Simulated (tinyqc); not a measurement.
Self-heating of a transistor with one or more fingers, with temperature-dependent conductivity: one step, computed by the program tinyqc.

N long parallel fingers lie on the top face of a slab whose bottom is held at T_0; the top is otherwise insulated, and heat flows in two dimensions. P in W/mm is 1000 P in W/m.

Problem. Geometry factors. A line source of power P on the top face raises the top at distance x by (P/(pi kappa_0)) g(x), g(x) = -ln tanh(pi x/(4 t)) (the image sum for the slab). On a strip of width w the centre sees the mean of g over the strip, g_0 = 1 + ln(8 t/(pi w)) for w much below t.

Inputs (values chosen for the exercise, modelled on gallium arsenide): finger pitch s = 16 micrometre; width of the heat source w = 0.13 micrometre; substrate thickness t = 120 micrometre.

Power: power rises with temperature.

Give: own factor g_0; g(j s), j = 1..7.

Solution.

own factor g_0 = 8.762

g(j s), j = 1..7: 2.260  1.578  1.190  0.926  0.733  0.585  0.470
